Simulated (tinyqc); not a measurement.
# Electron mobility in a silicon inversion layer, empirical terms and Matthiessen rule, step by step

tinyqc, about 0.01 s, one thread, Intel Xeon 2.30GHz (shared host): `OMP_NUM_THREADS=1 python tinyqc.py 2510108 2510109 out.jsonl` Printed values are rounded.

Inversion layer of sheet density Ns on a uniformly doped body. The mobility terms are empirical power laws with prefactors chosen for the exercise; adding their inverses (Matthiessen) is itself an approximation.

Inputs (values chosen for the exercise); material values close to those of silicon:

| symbol | value | unit | meaning |
|---|---|---|---|
| T | 250 | K | temperature |
| Eg | 1.1 | eV | band gap |
| eps_r | 11.9 |  | relative permittivity of the semiconductor |
| Nc | 2.15e19 | cm^-3 | conduction-band density of states at T |
| Nv | 1.99e19 | cm^-3 | valence-band density of states at T |
| Nb | 6.7e16 | cm^-3 | body doping |
| Vsb | 0 | V | reverse body bias |
| eta | 0.5 |  | weight of the inversion charge in the effective field |
| Cox | 1.08 | uF/cm^2 | gate capacitance |
| Ap | 427 | cm^2/(V s) | phonon-limited mobility at 1 MV/cm and 300 K |
| As | 636 | cm^2/(V s) | roughness-limited mobility at 1 MV/cm |
| gs | 2 |  | exponent of the roughness term |
| Ac | 2700 | cm^2/(V s) | Coulomb prefactor |
| Nit | 1e11 | cm^-2 | charge at the interface |
| Ns | 3.9e12 | cm^-2 | inversion density |
| WL | 20 |  | ratio W/L |
| Vd | 0.05 | V | drain voltage |
| I | 355 | uA | measured linear current |

Constants: q = 1.602176634e-19 C, kB = 1.380649e-23 J/K, Vt = kB T/q, eps0 = 8.8541878128e-14 F/cm where lengths are in cm. Results are converted to the units shown.

## Depletion charge and effective field

ni = sqrt(Nc Nv) exp(-Eg/(2 Vt)), Eg in volts; Ndep = sqrt(2 eps0 eps_r Nb (2 Vt ln(Nb/ni) + Vsb)/q); E = q (Ndep + eta Ns)/(eps0 eps_r), in MV/cm.

ni = 1.690962e8 cm^-3
Ndep = 8.670049e11 cm^-2
E = 0.4283535 MV/cm

The depletion charge gives 30.8 % of the field.

## Mobility terms and their sum

With t = T/(300 K): muC = Ac (Ns/1e12 cm^-2) t/(Nb/1e17 cm^-3 + Nit/1e11 cm^-2), muP = Ap E^(-1/3) t^(-1.75), muS = As E^(-gs); 1/mu is the sum of the inverses.

terms (cm^2/(V s)): Coulomb 5254.491, phonon 779.3412, roughness 3466.191
mu = 567.5531 cm^2/(V s)
shares of 1/mu (%): Coulomb 10.80130, phonon 72.82473, roughness 16.37397

The phonon term limits most.

## Iteration 1: inversion density for the measured current

Ns at the start = 5.9e12 cm^-2

I = (W/L) q Ns mu Vd. E = q (Ndep + eta Ns)/(eps0 eps_r) in MV/cm. With t = T/(300 K): muC = Ac (Ns/1e12 cm^-2) t/(Nb/1e17 cm^-3 + Nit/1e11 cm^-2), muP = Ap E^(-1/3) t^(-1.75), muS = As E^(-gs); 1/mu is the sum of the inverses. Ns(new) = I/((W/L) q mu Vd).

E = 0.5804134 MV/cm
mu = 481.8435 cm^2/(V s)
Ns after iteration 1 = 4.598455e12 cm^-2

## Iteration 2: inversion density for the measured current

As before.

E = 0.4814570 MV/cm
mu = 537.6399 cm^2/(V s)
Ns after iteration 2 = 4.121226e12 cm^-2

## Course of the iteration: inversion density for the measured current

Stop when Ns changes by less than 1e5 cm^-2, or after 120 iterations.

Course of the iteration:
```
iteration   Ns (cm^-2)  |change| (cm^-2)
1          4.598455e12           1.30e12
2          4.121226e12           4.77e11
3          3.969301e12           1.52e11
4          3.924085e12           4.52e10
5          3.910949e12           1.31e10
6          3.907162e12            3.79e9
7          3.906072e12            1.09e9
8          3.905759e12            3.13e8
9          3.905669e12            9.01e7
10         3.905643e12            2.59e7
11         3.905635e12            7.44e6
12         3.905633e12            2.14e6
13         3.905633e12            6.15e5
14         3.905632e12            1.77e5
15         3.905632e12            5.08e4
```

Converged in 15 iterations. At the end each change is about 0.29 times the one before: linear convergence.

## Split C-V extraction

```
point  Vg (V)  Cgc (uF/cm^2)       I (uA)
0           0    2.727221e-5  3.772600e-9
1        0.05    2.088426e-4  2.212567e-7
2         0.1    0.001597466  1.295893e-5
3        0.15     0.01211565  7.512829e-4
4         0.2     0.08634363   0.04040289
5        0.25      0.4315566     1.395147
6         0.3      0.9028714     13.97562
7        0.35       1.053027     44.02584
8         0.4       1.076400     81.66063
9        0.45       1.079529     120.4417
10        0.5       1.079938     158.0427
11       0.55       1.079992     193.6246
12        0.6       1.079999     226.9033
```

Q(Vg) is the trapezoid sum of Cgc from the first point (where Q is taken as 0); mu_eff = I/((W/L) Q Vd); mu_FE = (dI/dVg)/((W/L) Cox Vd) with a backward difference. Listed from point 4 on.

```
point  Q (uC/cm^2)  mu_eff (cm^2/(V s))  mu_FE (cm^2/(V s))
4      0.002855370             14.14979           0.7342889
5       0.01580288             88.28435            25.08785
6       0.04916358             284.2677            232.9717
7       0.09806104             448.9637            556.4856
8        0.1512967             539.7383            696.9406
9        0.2051949             586.9622            718.1672
10       0.2591816             609.7761            696.3162
11       0.3131799             618.2538            658.9241
12       0.3671796             617.9626            616.2713
```

At the last point mu_FE is 0.27 % below mu_eff.
